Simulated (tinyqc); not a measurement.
From results to parameters: diatomic chain. Computed by the program tinyqc.

Problem. A chain of two alternating masses has one spring constant k; at the zone edge omega^2 = 2k/M and 2k/m, and wavenumber = 521.4708 sqrt(omega^2) with omega^2 in eV/(angstrom^2 u). Find k, the heavier mass and the optical wavenumber at q = 0.

wavenumbers at the zone edge (cm^-1): 281.549251  638.368773
lighter mass = 35.500000 u

Solution. The upper value gives k = m omega^2/2, the ratio of the squares gives M/m, and at q = 0 omega^2 = 2k (1/m + 1/M), the sum of the two.

k = 26.6000 eV/angstrom^2
heavier mass = 182.5000 u
optical wavenumber at q = 0 = 697.6996 cm^-1
